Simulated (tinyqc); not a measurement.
Two coupled magnetic layers: synthetic antiferromagnet, spin flop, exchange bias and magnetoresistance. Inputs raised by 5 %, one at a time. Computed by tinyqc, a small Python program. Command: `OMP_NUM_THREADS=1 python tinyqc.py 3028595 3028596 out.jsonl saf sens`. One thread of a shared host (Intel(R) Xeon(R) Processor @ 2.30GHz), about 1 s of CPU time with the checks.

Moments lie in the plane at the angles p1, p2 from the field. Energy per area: E = J1 cos(p1 - p2) + J2 cos^2(p1 - p2) - B M_s (t1 cos p1 + t2 cos p2) + K (t1 sin^2 p1 + t2 sin^2 p2).

Inputs (values chosen for the exercise, for a model stack): saturation magnetisation M_s = 1030 kA/m; thickness t1 = 3.1 nm; thickness t2 = 2.7 nm; antiferromagnetic coupling J1 = 1.4 mJ/m^2; biquadratic coupling J2 = 0 mJ/m^2; in-plane anisotropy K = 15 kJ/m^3; field over the saturation field = 0.15.

Field direction: along the easy axis.

Method:
- The parallel state is stable while the Hessian at p1 = p2 = 0 is positive: with c = J1 + 2 J2 and u = B M_s + 2K, (u t1 - c)(u t2 - c) > c^2, so B_sat M_s = c (1/t1 + 1/t2) - 2K. B_K = 2K/M_s.
- With p1 = 0, p2 = 180 degrees and c2 = J1 - 2 J2 the Hessian is [[c2 + t1 (2K + b), -c2], [-c2, c2 + t2 (2K - b)]], b = B M_s; its determinant vanishes at the positive root of t1 t2 b^2 - c2 (t1 - t2) b - [2K c2 (t1 + t2) + 4 K^2 t1 t2] = 0.
- The lowest minimum of E over both angles (from five starts; of two mirror images the one with p1 >= 0, and for equal layers |p1| <= |p2|).

Runs; columns: (1) input moved; (2) from; (3) to; (4) saturation field B_sat (mT); (5) stability limit B_sf of the antiparallel state (mT); (6) m/m_sat along B; (7) energy (mJ/m^2):
```
(1)                                      (2)     (3)     (4)     (5)       (6)      (7)
base run                                   -       -  912.75  203.76  0.068966  -1.4564
saturation magnetisation M_s (kA/m)     1030  1081.5  869.28  194.05  0.068966  -1.4564
thickness t1 (nm)                        3.1   3.255  891.87  214.72  0.093199  -1.4765
thickness t2 (nm)                        2.7   2.835  888.78  187.83  0.044650  -1.4364
antiferromagnetic coupling J1 (mJ/m^2)   1.4    1.47  959.84  209.65  0.068966  -1.5293
in-plane anisotropy K (kJ/m^3)            15   15.75  911.29  207.96  0.068966  -1.4563
field over the saturation field         0.15  0.1575  912.75  203.76  0.068966  -1.4592
```

Exponents ln(y'/y) / ln(x'/x):
```
input                            saturation field B_sat  stability limit B_sf of the antiparallel state  m/m_sat along B  energy
saturation magnetisation M_s                     -1.000                                          -1.000            0.000   0.000
thickness t1                                     -0.474                                           1.074            6.172   0.280
thickness t2                                     -0.545                                          -1.668           -8.910  -0.284
antiferromagnetic coupling J1                     1.031                                           0.584            0.000   1.001
in-plane anisotropy K                            -0.033                                           0.419            0.000  -0.001
field over the saturation field                   0.000                                           0.000            0.000   0.040
```

Which inputs matter most for each result?

Among the inputs moved here: saturation field B_sat answers most in size to antiferromagnetic coupling J1 (exponent +1.031), next to saturation magnetisation M_s (-1.000); its exponent is below 0.0005 for field over the saturation field. Its exponent -1.000 in saturation magnetisation M_s: energy per area over moment per area. Its exponent +1.031 in antiferromagnetic coupling J1: coupling rules over anisotropy. Stability limit B_sf of the antiparallel state answers most in size to thickness t2 (exponent -1.668), next to thickness t1 (+1.074); its exponent is below 0.0005 for field over the saturation field. m/m_sat along B answers most in size to thickness t2 (exponent -8.910), next to thickness t1 (+6.172); its exponent is below 0.0005 for saturation magnetisation M_s, antiferromagnetic coupling J1, in-plane anisotropy K, field over the saturation field. Energy answers most in size to antiferromagnetic coupling J1 (exponent +1.001), next to thickness t2 (-0.284); its exponent is below 0.0005 for saturation magnetisation M_s.
